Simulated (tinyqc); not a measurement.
States in the gap of a film: thin (001) film in sp3s* tight binding with raised dangling bonds.

Planes alternate anion (a), cation (c) along [001], a/4 apart, starting with an anion; zero in-plane momentum; levels counted from the bulk Ev, the lower root of [[Epa, Vxx], [Vxx, Epc]]; no spin-orbit coupling. Block of s, pz, s*: from an anion to the cation above, Vss/2 (s,s), Vsapc/2 (s,z), -Vscpa/2 (z,s), Vxx/2 (z,z), Vxapc/2 (s*,z), -Vpaxc/2 (z,s*); to the cation below the same with the s-z and s*-z signs reversed. Block of u = (px + py)/sqrt2 and v = (px - py)/sqrt2: to the cation above (Vxx + Vxy)/2 for u and (Vxx - Vxy)/2 for v, to the cation below the reverse. Each surface atom has two dangling sp3 hybrids; raising both by dl adds (dl/2) [[1, t], [t, 1]] to its s, pz levels (t = -1 at the bottom face, +1 at the top) and dl to the one of u, v in whose plane the missing bonds lie (v for a bottom anion or a top cation, u for a top anion).

Values chosen for the exercise (out of a larger set: near a published set for Ge, fitted to gaps, whose masses and valley positions are rough; the L valleys, lowest in Ge, lie off zero in-plane momentum and are not seen; not measured data): p = (-5.907, 1.622, -5.907, 1.622, 6.364, 6.364, -6.838, 1.613, 4.85, 5.516, 5.516, 5.199, 5.199) eV (order Esa, Epa, Esc, Epc, Exa, Exc, Vss, Vxx, Vxy, Vsapc, Vscpa, Vxapc, Vpaxc); Nw = 22 (planes in the thicker film).

edges (eV): Gamma 0.92200, Delta 0.81254

Levels between 0 and the lower bulk edge, the largest weight on the two outer planes of both faces among them, and the nearest levels outside, for several shifts dl.

Film of Nw planes:
```
dl (eV)  levels in the gap       at (eV)  surface weight  next above (eV)  next below (eV)
0                        1         0.143            0.36           0.8504          -0.0923
1                        2  0.056, 0.349            0.48           0.8505          -0.0923
2                        2  0.332, 0.596            0.48           0.8506          -0.0923
3                        1         0.561            0.38           0.8187          -0.0923
5                        0             -               -           0.8139          -0.0923
10                       0             -               -           0.8497          -0.0923
30                       0             -               -           0.8500          -0.0923
100                      0             -               -           0.8501          -0.0923
```

Can the levels of the bare film be read as confined subbands?

No: with bare surfaces (dl = 0) 1 level lies in the bulk gap, with up to 36 % of the weight on the four outer planes, two a face, where an even spread gives 18 %: a state drawn out of a band edge by the surface, no confined subband, which would lie outside the bulk gap. The reruns show the bulk gap clear from dl = 5 eV on, and at dl = 30 eV the next level above lies -0.1 meV from its value at 100 eV. At dl = 5 eV the next level above is more than 20 meV from its value at 100 eV, so the surface still acts on it.

Program tinyqc; command `OMP_NUM_THREADS=1 python tinyqc.py 1450130 1450131 out.jsonl`; about 0.3 s on one thread of a shared Intel(R) Xeon(R) Processor @ 2.30GHz.
